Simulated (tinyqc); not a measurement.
Length of a polyene: Hueckel, PPP and singles CI along the polyenes. Computed by the program tinyqc. Hueckel uses the same beta without repulsion; CIS keeps all single excitations and so misses the low, doubly excited 2Ag state. W is the valence ionisation energy of a centre, MN the Mataga-Nishimoto formula, f the oscillator strength.

All-trans chains of carbon centres 1.40 angstrom apart:
```
parameter                               value
beta (eV), times 1 +/- alternation  -2.620000
alternation                                 0
W (eV)                              11.160000
gamma_rr (eV)                        9.960000
repulsion formula                        Ohno
```

Gaps and excitations (eV):
```
centres  Hueckel gap  PPP orbital gap  bright singlet (CIS)       f  lowest triplet (CIS)
2             5.2400          12.3952                6.6424  0.5695                3.8376
4             3.2385           9.5132                5.0547  1.1129                2.4909
6             2.3320           8.0270                4.1314  1.6065                1.8406
8             1.8198           7.1156                3.5269  2.0563                1.4767
10            1.4915           6.5000                3.0991  2.4623                1.2505
12            1.2632           6.0585                2.7812  2.8297                1.0994
14            1.0955           5.7283                2.5369  3.1650                0.9934
```

What does the comparison show, and why?

The Hueckel gap tends to 4 x alternation x |beta| = 0.00 eV for long chains (zero without alternation, falling as 1/N). Exchange opens the PPP orbital gap, and the attraction of electron and hole brings the bright state 3.19 eV below it at 14 centres; the triplet lies 1.54 eV lower still.
